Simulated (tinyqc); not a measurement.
## Ideality, resistance and saturation current from three points

Inverse problem. Well above I0 a diode obeys V = n Vt ln(I/I0) + Rs I. Find n, Rs and I0.

Parameters, values chosen for the exercise: temperature T = 200 K.

Constants: q = 1.602176634e-19 C, kB = 1.380649e-23 J/K, Vt = kB T/q. Results are converted to the units shown.

I (A): 2.7e-5  0.00034  0.0044
V (V): 0.25648765  0.31627295  0.49649874

Solution. The equation is linear in a = n Vt, Rs and c = -a ln I0; three points give a 3 x 3 system.

n = 1.140
Rs = 32.00 ohm
I0 = 6.039e-11 A

Program tinyqc, `OMP_NUM_THREADS=1 python tinyqc.py 2640069 2640070 out.jsonl`; Intel Xeon 2.30GHz, shared host, one thread, about 0.01 s.
